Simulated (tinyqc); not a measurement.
# Six-transistor SRAM cell, nodal equations and margins: what changes with what

Two cross-coupled inverters (pull-down bn, pull-up bp) hold the nodes Q and QB; access transistors (ba, threshold VTn, gate on the word line at Vdd when selected) join them to the bit lines. Transistor (EKV form, voltages against the body): I = 2 n b Vt^2 [F(vp - Vs) - F(vp - Vd)] from drain to source, F(v) = ln^2(1 + exp(v/(2 Vt))), vp = (Vg - VT + sg |Vd - Vs|)/n. n-channel bodies are at 0; for the p-channel device all voltages are counted down from Vdd. b in uA/V^2 gives I in uA. For an access transistor the bit line is the drain and the node the source. In a read both bit lines are at Vdd. The cell is symmetric (no mismatch).

Inputs (values chosen for the exercise):
- T = 250 K (temperature)
- Vdd = 0.8 V (supply voltage)
- n = 1.14 (slope factor)
- sg = 0.077 (drain-induced barrier lowering)
- VTn = 0.43 V (n-channel threshold)
- VTp = 0.3 V (p-channel threshold (magnitude))
- bn = 190 uA/V^2 (gain factor of the pull-down transistor)
- ba = 190 uA/V^2 (gain factor of the access transistor)
- bp = 100 uA/V^2 (gain factor of the pull-up transistor)

Constants: q = 1.602176634e-19 C, kB = 1.380649e-23 J/K, Vt = kB T/q. Results are converted to the units shown.

Each table varies one quantity; the others keep the values above.

## Effect of the supply voltage

f(x) is the node voltage of one half-cell for input x: In = Ip in hold, In = Ip + Ia in a read. Static noise margin: side of the largest square between the curve (x, f(x)) and its mirror image (f(y), y); with h(c) the root x of f(x) - x = c, it is the maximum over c > 0 of h(c) - h(-c) + c. Q is the low node in a read and Iread the current of its access transistor. The write trip is the voltage to which the bit line of the high node must fall (the other staying at Vdd) for that state to vanish; higher is easier, and a negative value means that a grounded bit line does not write.

Results:
```
Vdd (V),hold margin (mV),read margin (mV),Q in a read (mV),Iread (uA),write trip (mV)
0.4,131.6,108.7,31.65,0.02921,-8.257
0.5,177.7,133.2,44.02,0.3946,27.94
0.6,223.7,154.4,64.83,1.638,70.84
0.7,269.0,172.6,90.34,3.837,116.8
1,379.3,204.3,172.7,15.91,261.1
```

Estimate the missing row, Vdd = 0.85 V.

Computed row:
```
Vdd (V),hold margin (mV),read margin (mV),Q in a read (mV),Iread (uA),write trip (mV)
0.85,330.8,192.5,131.2,8.849,188.1
```

With this row back in the table: As Vdd goes from 0.4 to 1 V, the read margin rises from 109 to 204 mV, the write trip rises from -8.26 to 261 mV and Iread rises from 0.0292 to 15.9 uA. The read margin is 0.83 of the hold margin in the first row and 0.54 in the last. At Vdd = 0.4 V the write trip is negative: the cell cannot be written without assist.

## Effect of the gain factor of the pull-down transistor

Same model as above.

Effect of the gain factor of the pull-down transistor:
```
bn (uA/V^2),hold margin (mV),read margin (mV),Q in a read (mV),Iread (uA),write trip (mV)
120,304.6,177.1,148.3,5.269,178.7
160,309.1,183.0,128.8,6.304,169.7
210,312.9,189.2,111.0,7.335,160.8
270,316.2,195.4,95.34,8.303,152.2
360,319.4,203.1,78.86,9.390,142.2
480,322.0,211.1,64.19,10.41,132.2
```

What does the table show?

As bn goes from 120 to 480 uA/V^2, the read margin rises from 177 to 211 mV, the write trip falls from 179 to 132 mV and Iread rises from 5.27 to 10.4 uA. The read margin is 0.58 of the hold margin in the first row and 0.66 in the last. Read stability and write ability pull in opposite directions.

tinyqc, about 0.2 s, one thread, Intel Xeon 2.30GHz (shared host): `OMP_NUM_THREADS=1 python tinyqc.py 2340115 2340116 out.jsonl`
